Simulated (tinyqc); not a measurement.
Which input was changed? Model: straight dislocations in isotropic elasticity: fields, energies, partials, Peierls stress and walls. Computed by tinyqc, a small Python program. Command: `OMP_NUM_THREADS=1 python tinyqc.py 3005344 3005345 out.jsonl disloc which`. One thread of a shared host (Intel(R) Xeon(R) Processor @ 2.30GHz), about 0.05 s of CPU time with the checks.

The line runs along z, the glide plane is y = 0, and beta is the angle between b and the line (0 screw, 90 degrees edge): b_e = b sin(beta) along +x with the extra half plane at y > 0, b_s = b cos(beta). Stress is positive in tension.

Inputs (values chosen for the exercise, for a model fcc or diamond crystal):
```
quantity,value,unit
shear modulus G,75.7,GPa
Poisson ratio nu,0.306,-
Burgers vector b,2.447,angstrom
stacking-fault energy gamma,151,mJ/m^2
dislocation density rho,1.1e+14,1/m^2
core radius r0/b,1.5,-
unstable fault energy gamma_us,690,mJ/m^2
```

Character: 30-degree.

Constants: 1 eV/angstrom^3 = 160.2176634 GPa.

Method:
- Energy factor K = G [cos^2(beta) + sin^2(beta)/(1 - nu)].
- E = K b^2/(4 pi) ln(R/r0) with R = 1/(2 sqrt(rho)); tension T = E + d^2E/d(beta)^2 = G b^2 [1 + nu - 3 nu sin^2(beta)]/(4 pi (1 - nu)) ln(R/r0). The core energy is taken into r0.
- Shockley partials have b_p = b/sqrt(3) at the angles beta -/+ 30 degrees; their repulsion balances the fault at d = G b_p^2/(8 pi gamma) (2 - nu)/(1 - nu) [1 - 2 nu cos(2 beta)/(2 - nu)].
- Misfit energy gamma(u) = (gamma_us/2)(1 - cos(2 pi u/b)), so the largest restoring stress is tau_max = pi gamma_us/b; u(x) = b/2 + (b/pi) arctan(x/zeta), zeta = K b/(4 pi tau_max). Summing the misfit energy over atomic rows a' apart gives, for a wide core, W_P = (K b^2/pi) exp(-2 pi zeta/a') and sigma_P = (K b/a') exp(-2 pi zeta/a'); a' = b/2 for edge and 30-degree lines, b sqrt(3)/2 for screw and 60-degree lines.

Question. One of these inputs alone was changed, within the range given: Burgers vector b (1.224 to 4.894); stacking-fault energy gamma (75.5 to 302); unstable fault energy gamma_us (345 to 1380); core radius r0/b (0.75 to 3). Which one, and to what value?

Results:
```
run,half width zeta (angstrom),line energy E (eV/nm),splitting width d (nm)
before,1.847431,12.16423,0.7962616
after,2.509306,12.16423,0.7962616
```

Answer.

Each candidate set to reproduce half width zeta, and what it then gives:
```
candidate,range searched,value needed,line energy E (eV/nm),splitting width d (nm)
Burgers vector b (angstrom),1.224 to 4.894,2.852,16.002,1.0815
stacking-fault energy gamma (mJ/m^2),75.5 to 302,no effect,-,-
unstable fault energy gamma_us (mJ/m^2),345 to 1380,508.0,12.164,0.7963
core radius r0/b,0.75 to 3,no effect,-,-
```

Only unstable fault energy gamma_us fits every result: it went from 690 to 508 mJ/m^2. The next best candidate, Burgers vector b, misses one result by 36 %.
